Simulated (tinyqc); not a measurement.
Nudged elastic band on a two-dimensional model surface: one step, computed by the program tinyqc. Command: `OMP_NUM_THREADS=1 python tinyqc.py 3007527 3007528 out.jsonl neb walk`. One thread of a shared host (Intel(R) Xeon(R) Processor @ 2.30GHz), about 0.1 s of CPU time with the checks.

V(x, y) = -A (cos kx + cos ky) - B cos kx cos ky + (C sin ky + S sin kx)(1 - cos kx), k = 2 pi/a; the atom hops from the minimum at (0, 0) to that at (a, 0).

Problem. Stationary points. Newton steps x(new) = x - H^-1 grad V (moves limited to 0.3 angstrom) from (0, 0), (a, 0) and (a/2, 0) give the two minima and the saddle.

Inputs (values chosen for the exercise, for a model surface):
```
quantity       value      unit
amplitude A     0.12        eV
amplitude B  -0.0019        eV
skew C         0.032        eV
asymmetry S   -0.013        eV
period a         2.8  angstrom
```

Surface: adatom on a square lattice. Climbing image: off.

Give: positions; energies; barrier from the start.

Solution.

positions (angstrom):
```
            x       y
start   0.000   0.000
end     2.800   0.000
saddle  1.505  -0.213
```

energies (eV): start -0.2381, end -0.2381, saddle -0.0146

barrier from the start = 0.2235 eV
